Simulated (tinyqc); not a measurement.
One-electron ion in a basis of Gaussians, step by step. One step of it, computed by the program tinyqc.

Task: Generalised eigenproblem. Solve H C = S C e through S^(-1/2); each column has its largest component positive (the first on a tie).

H = T + V (hartree):
```
[[-0.313234, -0.295922, -0.183952, -0.089857, -0.039265, -0.016384],
 [-0.295922, -0.437451, -0.405875, -0.282001, -0.149894, -0.068540],
 [-0.183952, -0.405875, -0.340227, -0.283124, -0.330492, -0.224787],
 [-0.089857, -0.282001, -0.283124, 0.933009, 1.034853, 0.023253],
 [-0.039265, -0.149894, -0.330492, 1.034853, 6.958656, 7.135976],
 [-0.016384, -0.068540, -0.224787, 0.023253, 7.135976, 30.440165]]
```

S:
```
[[1.000000, 0.647423, 0.220032, 0.055862, 0.012810, 0.002846],
 [0.647423, 1.000000, 0.647178, 0.220022, 0.055835, 0.012804],
 [0.220032, 0.647178, 1.000000, 0.647404, 0.220058, 0.055848],
 [0.055862, 0.220022, 0.647404, 1.000000, 0.647247, 0.219984],
 [0.012810, 0.055835, 0.220058, 0.647247, 1.000000, 0.647263],
 [0.002846, 0.012804, 0.055848, 0.219984, 0.647263, 1.000000]]
```

Give: eigenvalues of S; eigenvalues; coefficients.

Result:

eigenvalues of S: [0.0871, 0.2059, 0.4743, 0.9773, 1.7325, 2.5229]

eigenvalues (hartree): [-0.4996, -0.2199, 0.1598, 2.3118, 11.2472, 45.6719]

coefficients:
```
[[0.0731, 1.1688, -0.7632, -0.2430, 0.0945, -0.0401],
 [0.6487, -0.4485, 1.6008, 0.7324, -0.2905, 0.1225],
 [0.3691, -0.2726, -1.2513, -1.4396, 0.6698, -0.2822],
 [0.0616, -0.0391, -0.0283, 1.5023, -1.3187, 0.6128],
 [0.0095, -0.0063, -0.0317, -0.1094, 1.5352, -1.2040],
 [0.0011, -0.0007, 0.0010, 0.0321, -0.1301, 1.4159]]
```

For Z = 2 and l = 1 the exact lowest level is -Z^2/(2 n^2) with n = l + 1: -0.500000 hartree.
